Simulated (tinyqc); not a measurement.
CID on RHF in the sto-6g basis, for H4, spin multiplicity 1, step by step. One step of it, computed by the program tinyqc.

Problem. CID: roots. Diagonalise (each vector has its largest component positive (the first on a tie)); all determinants have Ms = 0, so triplets appear too. The lowest singlet root is the correlation energy. The Davidson correction is (1 - c0^2) E_corr, c0 the coefficient of the reference.

Occupation strings over the orbitals (2 doubly, a alpha, b beta, 0 empty; spin orbitals ordered 1a 1b 2a 2b ...): 2200 aabb 2020 abab 2002 abba baab 0220 baba 0202 bbaa

H - E(HF) between determinants (hartree), order 2200, aabb, 2020, abab, 2002, abba, baab, 0220, baba, 0202, bbaa:
```
[[0.000000, 0.015821, 0.089326, 0.082624, 0.102192, -0.098445, -0.098445, 0.098294, 0.082624, 0.086699, 0.015821],
 [0.015821, 1.472112, -0.082624, -0.089326, 0.098445, -0.102192, -0.098294, 0.098445, -0.086699, -0.082624, 0.000000],
 [0.089326, -0.082624, 1.496381, -0.138933, 0.235355, 0.221557, 0.221557, 0.229339, -0.138933, 0.000000, -0.082624],
 [0.082624, -0.089326, -0.138933, 1.736320, -0.221557, -0.235355, -0.229339, -0.221557, 0.000000, -0.138933, -0.086699],
 [0.102192, 0.098445, 0.235355, -0.221557, 1.911621, 0.123112, 0.123112, 0.000000, -0.221557, 0.229339, 0.098445],
 [-0.098445, -0.102192, 0.221557, -0.235355, 0.123112, 1.760781, 0.000000, 0.123112, -0.229339, 0.221557, -0.098294],
 [-0.098445, -0.098294, 0.221557, -0.229339, 0.123112, 0.000000, 1.760781, 0.123112, -0.235355, 0.221557, -0.102192],
 [0.098294, 0.098445, 0.229339, -0.221557, 0.000000, 0.123112, 0.123112, 1.624718, -0.221557, 0.235355, 0.098445],
 [0.082624, -0.086699, -0.138933, 0.000000, -0.221557, -0.229339, -0.235355, -0.221557, 1.736320, -0.138933, -0.089326],
 [0.086699, -0.082624, 0.000000, -0.138933, 0.229339, 0.221557, 0.221557, 0.235355, -0.138933, 1.989114, -0.082624],
 [0.015821, 0.000000, -0.082624, -0.086699, 0.098445, -0.098294, -0.102192, 0.098445, -0.089326, -0.082624, 1.472112]]
```

Give: lowest roots of this matrix, relative to E(HF); lowest vectors; <S^2> of these roots; weight of the ground state by excitation level 0, 1, 2, ...; Davidson correction.

Solution.

lowest roots of this matrix, relative to E(HF) (hartree): [-0.0445, 1.0653, 1.0956, 1.4717, 1.4720, 1.7350, 1.7371, 1.7622]

lowest vectors, order 2200, aabb, 2020, abab, 2002, abba, baab, 0220, baba, 0202, bbaa:
```
[[0.9859, 0.0125, 0.0000, 0.1474],
 [-0.0069, 0.2586, 0.4082, -0.1157],
 [-0.0671, 0.6064, 0.0000, 0.5925],
 [-0.0546, -0.1178, 0.4082, 0.3429],
 [-0.0570, -0.3280, 0.0000, 0.1599],
 [0.0616, -0.1408, 0.4082, -0.2272],
 [0.0616, -0.1408, 0.4082, -0.2272],
 [-0.0646, -0.4926, 0.0000, 0.4857],
 [-0.0546, -0.1178, 0.4082, 0.3429],
 [-0.0496, 0.2841, 0.0000, 0.0253],
 [-0.0069, 0.2586, 0.4082, -0.1157]]
```

<S^2> of these roots: [0.0000, 0.0000, 6.0000, 0.0000, 2.0000, 2.0000, 0.0000, 2.0000]

weight of the ground state by excitation level 0, 1, 2, ...: [0.9720, 0.0000, 0.0280]

Davidson correction = -0.001246 hartree
